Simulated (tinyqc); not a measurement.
Binding against carrier density: donor level screened by free carriers (Yukawa potential).

Screening wave number: Debye ks^2 = 4 pi q n/(eps kB T); Thomas-Fermi ks^2 = 6 pi q n/(eps EF) with EF = c (3 pi^2 n/gv)^(2/3)/m, c = hbar^2/2m0; the two are joined by 1/ks^2 = sqrt(1/ks_D^4 + 1/ks_TF^4). 1e18/cm^3 = 1e-6/angstrom^3, q = e^2/(4 pi eps0).

Potential -(q/(eps r)) exp(-ks r), q = e^2/(4 pi eps0). In units Ry* = Ry m/eps^2 and a* = a0 eps/m the problem is [-Laplacian - 2 exp(-x r)/r] psi = E psi with x = ks a*.

Converged values use 18 functions exp(-z r), z = 1.55^i, i = -11 to 6: S = 2/A^3, H = z_i z_j S - 2/(A + x)^2, A = z_i + z_j.

Constants: e^2/(4 pi eps0) = 14.39964547 eV angstrom; kB = 8.617333262e-05 eV/K; hbar^2/2m0 = 3.80998211 eV angstrom^2.

Parameters, chosen for this exercise (near those of a donor in Ge, with one mean mass; not measured data): m = 0.163 m0 (mass); eps = 15.8 (dielectric constant); gv = 4 (valleys); T = 300 K (temperature); nl = (0.015, 0.051, 0.15, 0.51, 1.5, 5.1, 15) x 1e18/cm^3 (densities).

Ry* = 8.8837 meV
a* = 51.294 angstrom

x from the joined ks; converged 1s binding (dash: x above 1.17, at or past the limit 1.19 where the state unbinds).

Results:

| n (1e18/cm^3) | EF/kB T | 1/ks (angstrom) | x | binding (meV) | n^(1/3) a* |
|---|---|---|---|---|---|
| 0.015 | 0.02 | 387.9 | 0.132 | 6.75 | 0.127 |
| 0.051 | 0.05 | 210.4 | 0.244 | 5.25 | 0.190 |
| 0.15 | 0.10 | 122.8 | 0.418 | 3.36 | 0.273 |
| 0.51 | 0.22 | 66.9 | 0.767 | 0.94 | 0.410 |
| 1.5 | 0.45 | 39.6 | 1.294 | - | 0.587 |
| 5.1 | 1.02 | 23.1 | 2.218 | - | 0.883 |
| 15 | 2.09 | 16.1 | 3.194 | - | 1.265 |

What can be read from this table?

The binding falls from 6.7 to 0.9 meV (bare value 8.9); it passes half the bare value between 0.051 and 0.15 x 1e18/cm^3. The level is unbound, or bound by less than 0.001 Ry*, from 1.5 x 1e18/cm^3 on; as the density rises, it is lost by the time n^(1/3) a* reaches 0.59. x grows with exponent 0.50 in n at the start and 0.34 at the end (1/2 for Debye, 1/6 for Thomas-Fermi screening). The level survives to n^(1/3) a* = 0.41, past the 0.26 of the Mott rule, which corresponds to x = 1 for one valley with degenerate screening; here the level lasts until x = 1.19, the screening is at most the degenerate value, and overlap of donors is left out.

Computed by tinyqc, a small Python program: `OMP_NUM_THREADS=1 python tinyqc.py 1250154 1250155 out.jsonl` (the numbers bound the seed that draws the inputs); one thread of a shared host (Intel(R) Xeon(R) Processor @ 2.30GHz), about 0.01 s for the whole set of steps.
